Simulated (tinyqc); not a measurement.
Worked calculation: Pariser-Parr-Pople SCF with singles CI, for the molecule C=CC1=CC(=O)C=CC1=O (SMILES; centres numbered as the heavy atoms are written). One step of it, computed by the program tinyqc.

Question. Iteration 3: orbitals and new P. Diagonalise F (the basis is taken as orthonormal) and form P = 2 sum c c over the lowest orbitals.

F (eV), order 1C, 2C, 3C, 4C, 5C, 6O, 7C, 8C, 9C, 10O:
```
[[-6.246296, -4.558089, -0.130134, 0.485932, 0.106739, -0.174030, -0.035553, -0.059771, 0.066465, 0.100298],
 [-4.558089, -6.580325, -3.285203, 0.107876, 0.092818, -0.067796, 0.031500, -0.004739, -0.077547, 0.165544],
 [-0.130134, -3.285203, -6.790753, -4.282174, -0.222112, 0.377205, 0.185616, 0.101773, -3.109224, -0.030398],
 [0.485932, 0.107876, -4.282174, -6.711729, -3.276678, 0.038018, 0.082192, 0.238424, -0.205649, 0.340044],
 [0.106739, 0.092818, -0.222112, -3.276678, -6.047653, -4.646484, -3.167088, -0.215674, 0.026233, 0.151707],
 [-0.174030, -0.067796, 0.377205, 0.038018, -4.646484, -9.963420, -0.047757, 0.388290, 0.169209, -0.289685],
 [-0.035553, 0.031500, 0.185616, 0.082192, -3.167088, -0.047757, -6.740914, -4.474917, -0.256557, 0.413567],
 [-0.059771, -0.004739, 0.101773, 0.238424, -0.215674, 0.388290, -4.474917, -6.811542, -3.197331, -0.006727],
 [0.066465, -0.077547, -3.109224, -0.205649, 0.026233, 0.169209, -0.256557, -3.197331, -6.175651, -4.703591],
 [0.100298, 0.165544, -0.030398, 0.340044, 0.151707, -0.289685, 0.413567, -0.006727, -4.703591, -10.219248]]
```

pi electrons, sum of z_r less the charge = 10

Give: orbital energies; P after iteration 3.

Answer.

orbital energies (eV): [-15.1796, -13.9233, -12.6350, -11.2964, -10.2326, -5.2349, -2.8127, -1.3727, -0.7034, 1.1031]

P after iteration 3, order 1C, 2C, 3C, 4C, 5C, 6O, 7C, 8C, 9C, 10O:
```
[[0.9062, 0.9066, 0.0748, -0.3459, -0.0943, 0.1685, 0.0284, 0.0463, -0.0353, -0.0502],
 [0.9066, 1.0176, 0.3951, -0.0618, -0.0662, 0.0567, -0.0257, 0.0043, 0.0439, -0.0870],
 [0.0748, 0.3951, 0.9523, 0.8001, 0.1232, -0.2472, -0.1057, -0.0548, 0.3244, 0.0122],
 [-0.3459, -0.0618, 0.8001, 0.9857, 0.3903, -0.0237, -0.0442, -0.1377, 0.1123, -0.2229],
 [-0.0943, -0.0662, 0.1232, 0.3903, 0.7364, 0.7785, 0.3442, 0.1151, -0.0131, -0.1085],
 [0.1685, 0.0567, -0.2472, -0.0237, 0.7785, 1.3997, 0.0227, -0.2529, -0.1214, 0.2482],
 [0.0284, -0.0257, -0.1057, -0.0442, 0.3442, 0.0227, 0.9300, 0.8768, 0.1403, -0.2704],
 [0.0463, 0.0043, -0.0548, -0.1377, 0.1151, -0.2529, 0.8768, 0.9590, 0.3580, -0.0006],
 [-0.0353, 0.0439, 0.3244, 0.1123, -0.0131, -0.1214, 0.1403, 0.3580, 0.7140, 0.7965],
 [-0.0502, -0.0870, 0.0122, -0.2229, -0.1085, 0.2482, -0.2704, -0.0006, 0.7965, 1.3990]]
```
